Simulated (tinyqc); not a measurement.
Comparisons within one model: polar nitride quantum well with polarisation fields. A value that a table varies takes the place of the one given here.

Growth along [0001]. e_par = (a_sub - a)/a, Ppz = 2 e_par (e31 - e33 C13/C33), P = Psp + Ppz in each layer; strain relaxation and the strain shift of the gaps are left out, although thick layers with more than about 1 % mismatch would relax.

In a periodic stack without free charge the potential drop over a period vanishes: F_w = (P_b - P_w) Lb/(eps0 (eps_w Lb + eps_b Lw)), F_b = -F_w Lw/Lb, eps0 = 8.8541878e-12 F/m; 1 MV/cm = 1e8 V/m = 0.01 V/angstrom.

Envelope functions on cells of 0.25 angstrom over barrier, well, barrier (widths Lb, Lw, Lb), psi = 0 beyond, psi'/m continuous (mean mass between points), c = hbar^2/2m0. With u(z) the integral of e F (F_w in the well, F_b = -F_w Lw/Lb in the barriers, 1 MV/cm = 0.01 V/angstrom), zero at the centre of the well, the electron sees u plus Vc in the barriers and the hole -u plus Vv. The transition is Eg + E_e + E_h; excitons are left out.

Constants: hbar^2/2m0 = 3.80998211 eV angstrom^2; hc = 1239.841984 eV nm.

Values chosen for the exercise (near those of an InGaN well in GaN; not measured data): a_w = 3.292 angstrom (lattice constant a, well); a_b = 3.189 angstrom (lattice constant a, barrier); a_sub = 3.189 angstrom (in-plane lattice constant of the stack); Psp_w = -0.0282 C/m^2 (spontaneous polarisation); Psp_b = -0.0341 C/m^2 (spontaneous polarisation); e31_w = -0.342 C/m^2; e31_b = -0.353 C/m^2; e33_w = 0.71 C/m^2; e33_b = 0.669 C/m^2; C_w = 0.298 (C13/C33); C_b = 0.272 (C13/C33); eps_w = 11.3 (dielectric constant); eps_b = 10.2 (dielectric constant); Lb = 100 angstrom (barrier width); Eg = 2.354 eV (gap of the well); Vc = 0.738 eV (conduction offset); Vv = 0.347 eV (valence offset); me = 0.162 m0 (electron, well); meb = 0.2 m0 (electron, barrier); mh = 1.76 m0 (hole, everywhere); Ls = (12, 18, 24, 30, 36, 45) angstrom (well widths); Lw = 28 angstrom (well width).

## Width of the well

Field, levels and overlap anew for each width.

Results:
```
Lw (angstrom)  F_w (MV/cm)  E (eV)  E without field (eV)  overlap^2  ln overlap^2
12                  -3.656  2.6997                2.7873      0.582         -0.54
18                  -3.486  2.4543                2.6353      0.315         -1.16
24                  -3.330  2.2559                2.5502      0.123         -2.09
30                  -3.189  2.0820                2.4983     0.0371         -3.29
36                  -3.058  1.9238                2.4645    0.00889         -4.72
45                  -2.882  1.7089                2.4324   0.000740         -7.21
```

What can be read from the table?

The red shift grows from 88 to 723 meV. The line drops below Eg between 18 and 24 angstrom, which a square well can never do. Over the last two rows dE/dLw = -23.9 meV per angstrom, against -|e F_w| = -28.8 in the last row; the field itself weakens by 21 % over the table, since a wider well shares the drop with the barrier. The overlap falls by a factor 786.

## Screening the field

F_w = -3.2345 MV/cm

Carriers or a semipolar orientation reduce the field; here it is simply scaled in well and barrier.

Results:
```
share of the field  F_w (MV/cm)  E (eV)     nm  overlap^2  separation (angstrom)
1.0                      -3.234  2.1380  579.9      0.057                   18.2
0.8                      -2.588  2.2446  552.4       0.10                   16.5
0.6                      -1.941  2.3407  529.7       0.19                   14.5
0.4                      -1.294  2.4231  511.7       0.35                   11.8
0.2                      -0.647  2.4857  498.8       0.65                    7.8
0.0                       0.000  2.5131  493.4       0.96                    0.0
```

What can be read from the table?

Full screening shifts the line by -86.6 nm (+375 meV). The first fifth of the screening gives 107 meV and the last fifth 27 meV; a purely quadratic shift would give a ratio of 9, a linear one 1, and here it is 3.9.

## What each parameter does

Polarisation, field, levels and overlap anew. Each row changes one parameter from the base and keeps the others.

Results:
```
case                    F_w (MV/cm)  E (eV)  overlap^2  red shift (meV)
base                         -3.234  2.1380      0.057              375
Lw = 24 angstrom             -3.330  2.2559       0.12              294
Lb = 85 angstrom             -3.123  2.1581      0.064              355
a_sub = 3.199 angstrom       -3.234  2.1381      0.057              375
Psp_b = -0.0375 C/m^2        -3.506  2.0907      0.044              422
e33_w = 0.781 C/m^2          -3.340  2.1197      0.052              393
eps_w = 12.4                 -3.001  2.1775      0.071              336
mh = 1.23 m0                 -3.234  2.1590      0.071              361
Vc = 0.627 eV                -3.234  2.1194      0.050              386
```

What does this show?

The largest shifts from the base row, up to three for each result and ties (the steps differ in size, so this ranks the rows, not the parameters). F_w (MV/cm): Psp_b -0.271, eps_w +0.233, Lb +0.111; unchanged at the printed digits by a_sub, mh and Vc. E (eV): Lw +0.1180, Psp_b -0.0473, eps_w +0.0395. overlap^2: Lw +0.0665, mh +0.0145, eps_w +0.0136; unchanged at the printed digits by a_sub. red shift (meV): Lw -81, Psp_b +47, eps_w -39; unchanged at the printed digits by a_sub.

Program tinyqc; command `OMP_NUM_THREADS=1 python tinyqc.py 1280190 1280191 out.jsonl`; about 0.04 s on one thread of a shared Intel(R) Xeon(R) Processor @ 2.30GHz.
